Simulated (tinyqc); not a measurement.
# Implanted layer, carriers, mobility and sheet resistance: two studies

An n-type layer from the surface x = 0 to the junction xj, N(x) = N0 exp(-(x - Rp)^2/(2 sg^2)). Local neutrality (no depletion at surface or junction, no spilling of carriers), intrinsic carriers neglected, full ionisation of active dopants.

Values chosen for this exercise; values close to those of arsenic in silicon over a p-type background: temperature T = 300 K; background doping of the opposite type Nb = 7.5e14 cm^-3; peak chemical concentration N0 = 1.2e20 cm^-3; mobility limit at high doping m1 = 52.3 cm^2/(V s); mobility limit at low doping, at 300 K m2 = 1390 cm^2/(V s); reference doping of the mobility law Nr = 9.76e16 cm^-3; exponent of the mobility law am = 0.655; temperature exponent of m2 bt = 2.4; solubility limit of active dopant Ns = 1.94e20 cm^-3; straggle after annealing sg = 110 nm; projected range Rp = 130 nm.

Constants: q = 1.602176634e-19 C. Results are converted to the units shown.

Each table varies one quantity; the others keep the values above.

## Effect of the peak chemical concentration

xj = Rp + sg sqrt(2 ln(N0/Nb)). Active dopant A = min(N, Ns); n = A - Nb; mobility mu = m1 + (m2 (T/300 K)^(-bt) - m1)/(1 + ((A + Nb)/Nr)^am). Dose = integral of N, carrier sheet density = integral of n, 1/Rs = q integral of n mu, mean mobility 1/(q Rs sheet density), Hall mobility (unit Hall factor) = integral of n mu^2 over integral of n mu, Hall sheet density = (integral of n mu)^2/integral of n mu^2; all from 0 to xj. Integrals on 4000 steps.

Results:
```
N0 (cm^-3),xj (nm),dose (cm^-2),carriers (cm^-2),Rs (ohm/square),mean mobility (cm^2/(V s)),Rs xj (ohm nm),Hall/true sheet density
2.7e17,507.4,6.559e12,6.521e12,1654,578.7,8.392e5,0.9668
7.3e17,538.1,1.774e13,1.770e13,889.4,396.5,4.786e5,0.9364
2e18,566.9,4.860e13,4.856e13,495.2,259.6,2.807e5,0.9004
5.4e18,593.6,1.312e14,1.312e14,277.6,171.4,1.648e5,0.8739
1.5e19,619.6,3.645e14,3.645e14,146.1,117.2,9.049e4,0.8711
4e19,643.2,9.721e14,9.720e14,73.16,87.77,4.706e4,0.8945
2.9e20,688.0,7.047e15,5.836e15,16.74,63.88,1.152e4,0.9594
8e20,709.6,1.944e16,7.132e15,13.88,63.05,9849,0.9683
```

Estimate the missing row, N0 = 1.1e20 cm^-3.

Computed row:
```
N0 (cm^-3),xj (nm),dose (cm^-2),carriers (cm^-2),Rs (ohm/square),mean mobility (cm^2/(V s)),Rs xj (ohm nm),Hall/true sheet density
1.1e20,666.5,2.673e15,2.673e15,32.87,71.04,2.191e4,0.9318
```

With this row back in the table: As N0 goes from 2.7e17 to 8e20, xj rises from 507 to 710 nm, Rs falls from 1650 to 13.9 ohm/square, the mean mobility falls from 579 to 63.0 cm^2/(V s) and the share of the dose that conducts goes from 99.4 through a maximum of 100 (at N0 = 1.1e20 among the rows listed) to 36.7 %. Rs goes as dose^(-0.62) at the low end and dose^(-0.18) at the high end; constant mobility and activation would give -1. Above N0 = Ns = 1.94e20 cm^-3 added dopant only widens the clipped top.

## Effect of the background doping of the opposite type

Same model as above.

Integrals on 4000 steps.

Results:
```
Nb (cm^-3),xj (nm),dose (cm^-2),carriers (cm^-2),Rs (ohm/square),mean mobility (cm^2/(V s)),Rs xj (ohm nm),Hall/true sheet density
1e14,712.0,2.916e15,2.916e15,30.56,70.04,2.176e4,0.9342
5.5e14,675.4,2.916e15,2.916e15,30.56,70.04,2.064e4,0.9348
3e15,636.4,2.916e15,2.916e15,30.57,70.02,1.945e4,0.9371
9.1e16,547.0,2.916e15,2.911e15,30.73,69.77,1.681e4,0.9582
5e17,494.2,2.915e15,2.890e15,31.17,69.28,1.541e4,0.9763
2.7e18,433.0,2.906e15,2.790e15,32.82,68.18,1.421e4,0.9910
1.5e19,354.3,2.848e15,2.316e15,40.91,65.87,1.450e4,0.9985
```

Estimate the missing row, Nb = 1.7e16 cm^-3.

Computed row:
```
Nb (cm^-3),xj (nm),dose (cm^-2),carriers (cm^-2),Rs (ohm/square),mean mobility (cm^2/(V s)),Rs xj (ohm nm),Hall/true sheet density
1.7e16,593.1,2.916e15,2.915e15,30.60,69.96,1.815e4,0.9442
```

With this row back in the table: As Nb goes from 1e14 to 1.5e19, xj falls from 712 to 354 nm, Rs rises from 30.6 to 40.9 ohm/square, the mean mobility falls from 70.0 to 65.9 cm^2/(V s) and the share of the dose that conducts falls from 100 to 81.3 %.

tinyqc, about 0.01 s, one thread, Intel Xeon 2.30GHz (shared host): `OMP_NUM_THREADS=1 python tinyqc.py 2110105 2110106 out.jsonl`
